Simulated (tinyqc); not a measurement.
Two-step dopant diffusion (predeposition and drive-in) with a constant diffusivity: one step, computed by the program tinyqc. Command: `OMP_NUM_THREADS=1 python tinyqc.py 3004178 3004179 out.jsonl dopdiff walk`. One thread of a shared host (Intel(R) Xeon(R) Processor @ 2.30GHz), about 0.07 s of CPU time with the checks.

Fick diffusion into a half space x > 0 whose background doping C_B is of the opposite type, so that a junction lies where C = C_B.

Question. Exact junction depth. Exact two-step profile: C = (2 C_s/pi) int_0^alpha exp(-beta (1 + u^2))/(1 + u^2) du with alpha = sqrt(D1 t1/(Dt)2), beta = x^2/(4 (D1 t1 + (Dt)2)). The integral takes 48 Gauss-Legendre points; solve C(x) = C_B.

Inputs (values chosen for the exercise, modelled on gallium in silicon):
```
quantity                        value    unit
surface concentration C_s       8e+18  1/cm^3
background doping C_B         5.7e+16  1/cm^3
predeposition temperature T1      875       C
drive-in temperature T2          1000       C
```

product D1 t1 = 6.180598e-13 cm^2

drive-in budget (Dt)2 = 5.359536e-11 cm^2

Give: exact junction depth.

Answer.

exact junction depth = 0.2208 um
